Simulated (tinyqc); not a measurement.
Inside a calculation. Method: LCCD on RHF in the sto-6g basis, for H2, spin multiplicity 1. One step of it, computed by the program tinyqc.

Task: Iteration 1: building the Fock matrix. J_ij = sum D_kl (ij|kl), K_ij = sum D_kl (ik|jl); F = H + J - 0.5 K; E = tr D H + tr D J / 2 - 0.25 tr D K + E_nn.

D at the start:
```
          1H 1s     2H 1s
1H 1s  0.600850  0.600850
2H 1s  0.600850  0.600850
```

core Hamiltonian H = T + V (hartree):
```
           1H 1s      2H 1s
1H 1s  -1.129755  -0.970347
2H 1s  -0.970347  -1.129755
```

Two-electron integrals (ij|kl) in chemists' order, unique and non-zero (hartree):
```
(11|11) 0.774999   (21|11) 0.448408   (21|21) 0.301946   (22|11) 0.572633
(22|21) 0.448408   (22|22) 0.774999
```

nuclear repulsion = 0.72193344 hartree

Give: Coulomb J; exchange K; Fock matrix F; total energy of this density.

Result:

Coulomb J (hartree):
```
       1H 1s  2H 1s
1H 1s  1.349  0.902
2H 1s  0.902  1.349
```

exchange K (hartree):
```
       1H 1s  2H 1s
1H 1s  1.186  1.064
2H 1s  1.064  1.186
```

Fock matrix F (hartree):
```
        1H 1s   2H 1s
1H 1s  -0.374  -0.601
2H 1s  -0.601  -0.374
```

total energy of this density = -1.12572 hartree
